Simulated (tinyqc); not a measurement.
# p-n diode, drift-diffusion by the Gummel loop with Scharfetter-Gummel fluxes: two studies

Abrupt junction at x = 0, p side from -Lp, n side to Ln, ohmic contacts. psi is counted from the intrinsic level; n = ni exp((psi - phin)/Vt), p = ni exp((phip - psi)/Vt). Contacts: p side psi = V - Vt ln(Na/ni), p = Na, n = ni^2/Na; n side psi = Vt ln(Nd/ni), n = Nd, p = ni^2/Nd. Constant mobilities, D = mu Vt, Boltzmann statistics, SRH recombination through a mid-gap level, U = (n p - ni^2)/(tp (n + ni) + tn (p + ni)). Current is positive from the p contact to the n contact.

Parameters, values chosen for the exercise; band and dielectric values close to those of silicon:
- T = 300 K (temperature)
- Eg = 1.14 eV (band gap)
- eps_r = 11.5 (relative permittivity)
- Nc = 2.75e19 cm^-3 (conduction-band density of states at T)
- Nv = 2.64e19 cm^-3 (valence-band density of states at T)
- Na = 6.5e15 cm^-3 (acceptor density of the p side)
- Nd = 9.6e16 cm^-3 (donor density of the n side)
- mun = 1000 cm^2/(V s) (electron mobility)
- mup = 380 cm^2/(V s) (hole mobility)
- tn = 3e-10 s (SRH lifetime of electrons)
- tp = 1e-9 s (SRH lifetime of holes)
- Lp = 1.3 um (length of the p side)
- Ln = 0.97 um (length of the n side)
- G = 0 cm^-3 s^-1 (uniform generation rate)

Constants: q = 1.602176634e-19 C, kB = 1.380649e-23 J/K, Vt = kB T/q, eps0 = 8.8541878128e-14 F/cm where lengths are in cm. Results are converted to the units shown.

Each table varies one quantity; the others keep the values above.

## Current against voltage in the dark

ni = sqrt(Nc Nv) exp(-Eg/(2 Vt)), Eg in volts. Poisson and both continuity equations are solved self-consistently with Scharfetter-Gummel fluxes on a graded mesh of 500 nodes. J_scr is q times the integral of U between -xp and xn. Ideal diffusion current J_id = q ni^2 [Dn coth(wp/Le)/(Le Na) + Dp coth(wn/Lh)/(Lh Nd)] (exp(V/Vt) - 1), Le = sqrt(Dn tn), Lh = sqrt(Dp tp), wp = Lp - xp, wn = Ln - xn, with xp and xn from the depletion approximation (W = sqrt(2 eps0 eps_r (Vbi - V)(1/Na + 1/Nd)/q), xp = W Nd/(Na + Nd), xn = W Na/(Na + Nd), Vbi = Vt ln(Na Nd/ni^2)). Ideality factor = 0.004 V/(Vt ln[J(V + 0.004 V)/J(V)]). Here G = 0.

In this table G = 0 cm^-3 s^-1.

Current against voltage in the dark:
```
V (V)	J (A/cm^2)	ideality factor	J_scr/J (%)	J_id (A/cm^2)	share recombining at the contacts (%)	larger minority/doping at -xp and xn
0.16	8.43e-5	1.82	99.7	2.32e-7	0.161	8.81e-10
0.22	2.98e-4	1.84	99.2	2.34e-6	0.453	8.91e-9
0.28	0.00106	1.81	97.8	2.37e-5	1.26	8.99e-8
0.35	0.00492	1.71	93.0	3.51e-4	3.96	1.33e-6
0.41	0.0203	1.55	82.8	0.00355	9.50	1.33e-5
0.47	0.0993	1.36	64.7	0.0358	19.1	1.33e-4
0.53	0.606	1.21	42.2	0.361	30.8	0.00130
0.6	6.16	1.15	20.1	5.35	42.3	0.0174
0.66	42.7	1.30	8.47	53.9	52.7	0.127
```

What does the table show?

J rises from 8.43e-5 to 42.7 A/cm^2; the ideality factor moves up and down between 1.15 and 1.84. Recombination in the depleted layer carries over half of the current up to V = 0.47 V, where the factor is 1.36; it grows roughly as exp(V/2 Vt), so diffusion overtakes it. Where the factor is lowest (V = 0.6 V), J is 15 % above the ideal diffusion current. From V = 0.66 V on the minority density at an edge of the layer exceeds a tenth of the doping, and in the last row J is 21 % below the ideal value.

## Effect of the SRH lifetime of holes at fixed bias

Same model as above.

In this table V = 0.46 V.

Results:
```
tp (s)	J (A/cm^2)	ideality factor	J_scr/J (%)	J_id (A/cm^2)	share recombining at the contacts (%)	larger minority/doping at -xp and xn
1e-11	0.394	1.73	93.0	0.0283	3.19	9.01e-5
1e-9	0.0751	1.39	68.2	0.0244	17.3	9.05e-5
1e-8	0.0438	1.23	45.8	0.0242	29.8	9.06e-5
1e-7	0.0314	1.13	24.7	0.0242	41.7	9.07e-5
1e-6	0.0252	1.11	9.42	0.0242	53.2	9.12e-5
1e-5	0.0199	1.12	1.95	0.0242	74.0	9.21e-5
```

Estimate the missing row, tp = 1e-10 s.

Computed row:
```
tp (s)	J (A/cm^2)	ideality factor	J_scr/J (%)	J_id (A/cm^2)	share recombining at the contacts (%)	larger minority/doping at -xp and xn
1e-10	0.160	1.58	84.6	0.0252	7.92	9.04e-5
```

With this row back in the table: As tp rises from 1e-11 to 1e-5, J falls from 0.394 to 0.0199 A/cm^2, the share of the depleted layer falls from 93.0 to 1.95 % and the share lost at the contacts rises from 3.19 to 74.0 %. The exponent d ln J/d ln tp is -0.39 between the first two rows and -0.10 between the last two. J less J_scr is 20 % below J_id in the last row.

Numbers from tinyqc (`OMP_NUM_THREADS=1 python tinyqc.py 2240019 2240020 out.jsonl`; about 0.1 s on one thread of a shared Intel Xeon 2.30GHz).
